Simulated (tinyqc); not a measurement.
# Signal and retention of a DRAM cell: effect of the bit-line capacitance

A stored one starts at Vd and leaks: Cs dV/dt = -I(V), I = a sqrt((V + Vb)/(Vd + Vb)) + b, with a = Ig exp[-(Eg1 q/kB)(1/T - 1/T0)] (generation in a depletion layer) and b = Is exp[-(Es q/kB)(1/T - 1/T0)]. The bit line is precharged to Vd/2, and charge sharing gives the signal (V - Vd/2) Cs/(Cs + Cb).

The cell fails below Vc = Vd/2 + dm (Cs + Cb)/Cs. With s = sqrt((Vc + Vb)/(Vd + Vb)), the time from Vd to Vc is t = [2 Cs (Vd + Vb)/a] [1 - s - (b/a) ln((a + b)/(a s + b))]. This time is the median of a log-normal spread: failing cells = Nc erfc(z/sqrt 2)/2, z = ln(t/tr)/sg.

Parameters, values chosen for the exercise: array voltage Vd = 1.1 V; cell capacitance Cs = 21 fF; smallest signal that the sense amplifier resolves dm = 66 mV; built-in plus back-bias voltage of the storage junction Vb = 1.3 V; junction leakage at V = Vd and T0 Ig = 0.87 fA; voltage-independent leakage at T0 Is = 0.4 fA; activation energy of Is Es = 0.35 eV; reference temperature T0 = 358 K; temperature T = 358 K; deviation of ln(retention time) over the cells sg = 0.72; cells Nc = 1.07e9; refresh interval tr = 128 ms; activation energy of Ig Eg1 = 0.58 eV.

Constants: q = 1.602176634e-19 C, kB = 1.380649e-23 J/K. Results are converted to the units shown.

Result of one run:

| Vc (V) | retention time (s) | failing cells |
|---|---|---|
| 0.7574 | 5.811 | 62.16 |

Which bit-line capacitance Cb gave this result: 15, 45, 60, 75 or 120 fF?

Cb = 45 fF.

The whole series:

| Cb (fF) | Vc (V) | retention time (s) | failing cells |
|---|---|---|---|
| 15 | 0.6631 | 7.467 | 8.711 |
| 30 | 0.7103 | 6.636 | 22.29 |
| 45 | 0.7574 | 5.811 | 62.16 |
| 60 | 0.8046 | 4.993 | 192.9 |
| 75 | 0.8517 | 4.181 | 687.1 |
| 90 | 0.8989 | 3.375 | 2942 |
| 105 | 0.9460 | 2.575 | 1.637e4 |
| 120 | 0.9931 | 1.781 | 1.368e5 |

Vc rises by dm/Cs = 3.14 mV for each fF, and the retention time falls from 7.47 to 1.78 s; the margin is gone at Cb = 154 fF.

Range of the model: Real arrays also hold a tail of unusually leaky cells and cells whose retention varies in time, which this model lacks.

Computed by the program tinyqc: `OMP_NUM_THREADS=1 python tinyqc.py 2130128 2130129 out.jsonl`, one thread of a shared Intel Xeon 2.30GHz, about 0.01 s for the whole run.
